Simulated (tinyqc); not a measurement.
## Trap depth and cross-section from two peaks

Problem. A DLTS peak lies where ew = sn g T^2 exp(-Et/kB T), g = vth Nc/(300 K)^2. Find Et and sn.

Inputs (values chosen for the exercise): conduction-band density of states at 300 K Nc = 2.82e19 cm^-3; thermal velocity at 300 K vth = 2.3e7 cm/s.

Constants: q = 1.602176634e-19 C, kB = 1.380649e-23 J/K. Results are converted to the units shown.

peak temperatures for ew = 20 and 1000 1/s (K): [70.230033, 84.137650]

Answer. The slope of ln(ew/T^2) against q/kB T is -Et, and the intercept is ln(sn g).

Et = 0.130 eV
sn = 1.20e-15 cm^2

Numbers from tinyqc (`OMP_NUM_THREADS=1 python tinyqc.py 2050051 2050052 out.jsonl`; about 0.01 s on one thread of a shared Intel Xeon 2.30GHz).
